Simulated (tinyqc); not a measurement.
# Punch-through p+-n junction, ionisation integral and breakdown: effects of single changes

A p+ layer at x < 0 and an n drift layer from x = 0 to L on an n+ substrate. Depletion approximation, built-in voltage neglected. Local ionisation coefficients alpha_n = an exp(-(bn/E)^mx), alpha_p = ap exp(-(bp/E)^mx). Electrons move towards +x, holes towards x = 0.

Values chosen for this exercise; material values close to those of gallium arsenide:
- eps_r = 12.9 (relative permittivity)
- an = 2.91e5 1/cm (prefactor of the electron ionisation coefficient)
- bn = 6.58e5 V/cm (field constant for electrons)
- ap = 2.24e5 1/cm (prefactor of the hole ionisation coefficient)
- bp = 6.22e5 V/cm (field constant for holes)
- mx = 1.6 (exponent)
- mu = 7960 cm^2/(V s) (electron mobility of the drift layer)
- N = 1.1e16 cm^-3 (donor density of the drift layer)
- L = 0.75 um (thickness of the drift layer)

Constants: q = 1.602176634e-19 C, eps0 = 8.8541878128e-14 F/cm where lengths are in cm. Results are converted to the units shown.

Each table varies one quantity; the others keep the values above.

## Effect of the drift doping

W = sqrt(2 eps0 eps_r V/(q N)), peak field E0 = q N W/(eps0 eps_r), falling linearly to 0 at W; if W > L the layer is punched through: W = L, E0 = V/L + q N L/(2 eps0 eps_r), falling linearly to E1 = V/L - q N L/(2 eps0 eps_r). G(x) = integral from 0 to x of (alpha_n - alpha_p); I_n = integral of alpha_n exp(-G) (electrons injected at x = 0), I_p = integral of alpha_p exp(G(end) - G) (holes injected at the far edge); M = 1/(1 - I). Integrals on a fine grid; BV is where I_n = 1. Specific on-resistance Ron = L/(q mu N) with constant mobility and full ionisation.

Effect of the drift doping:
```
N (cm^-3)  BV (V)  E0 at BV (kV/cm)  W at BV (um)  Ron (mohm cm^2)  BV^2/Ron (MW/cm^2)  eps0 eps_r mu E0^3/4 (MW/cm^2)
9.2e14       24.4               330         0.750           0.0639                9.32                            81.9
1.8e15       24.4               335         0.750           0.0327                18.2                            85.4
3.4e15       24.4               343         0.750           0.0173                34.4                            91.9
6.5e15       24.3               359         0.750          0.00905                65.5                             105
1.2e16       24.1               385         0.750          0.00490                 119                             130
2.4e16       23.1               434         0.750          0.00245                 217                             185
4.6e16       19.2               498         0.750          0.00128                 289                             281
8.8e16       13.8               585         0.474          6.68e-4                 287                             454
```

What does the comparison show?

BV falls from 24.4 to 13.8 V while the critical field rises from 330 to 585 kV/cm. BV goes as N^(0.00) between the first two rows and N^(-0.51) between the last two (a coefficient proportional to E^7 gives -0.75 without punch-through). BV^2/Ron goes from 9.32 through a maximum of 289 (at N = 4.6e16 among the rows listed) to 287 MW/cm^2; the layer is punched through at breakdown in 7 of the 8 rows. In every row the layer is under 0.5 um wide or BV under 36 V, so dead space, tunnelling and the built-in voltage, all left out, matter.

## Effect of the drift thickness

Same model as above.

The value eps0 eps_r mu E0^3/4 holds for a triangular field; a layer that punches through can exceed it.

Effect of the drift thickness:
```
L (um)  BV (V)  E0 at BV (kV/cm)  W at BV (um)  Ron (mohm cm^2)  BV^2/Ron (MW/cm^2)  eps0 eps_r mu E0^3/4 (MW/cm^2)
0.37      14.3               415         0.370          0.00264                77.4                             162
0.49      17.6               396         0.490          0.00349                88.2                             141
0.66      22.0               384         0.660          0.00470                 103                             128
0.89      27.5               377         0.890          0.00634                 119                             122
1.2       34.0               376          1.20          0.00855                 135                             121
1.6       40.3               376          1.60           0.0114                 143                             120
2.2       45.3               376          2.20           0.0157                 131                             120
2.9       45.7               376          2.43           0.0207                 101                             120
3.9       45.7               376          2.43           0.0278                75.2                             120
```

BV rises from 14.3 to 45.7 V and saturates once L exceeds the free depleted width of 2.43 um, while Ron keeps rising as L. BV^2/Ron goes from 77.4 through a maximum of 143 (at L = 1.6 um among the rows listed) to 75.2 MW/cm^2. The best row has L = 0.66 of that width: the last part of the triangle adds little voltage but its full share of resistance. For L = 0.37, 0.49, 0.66, 0.89, 1.2 the layer is under 0.5 um wide or BV under 36 V, so dead space, tunnelling and the built-in voltage, all left out, matter.

tinyqc, about 0.08 s, one thread, Intel Xeon 2.30GHz (shared host): `OMP_NUM_THREADS=1 python tinyqc.py 2120112 2120113 out.jsonl`
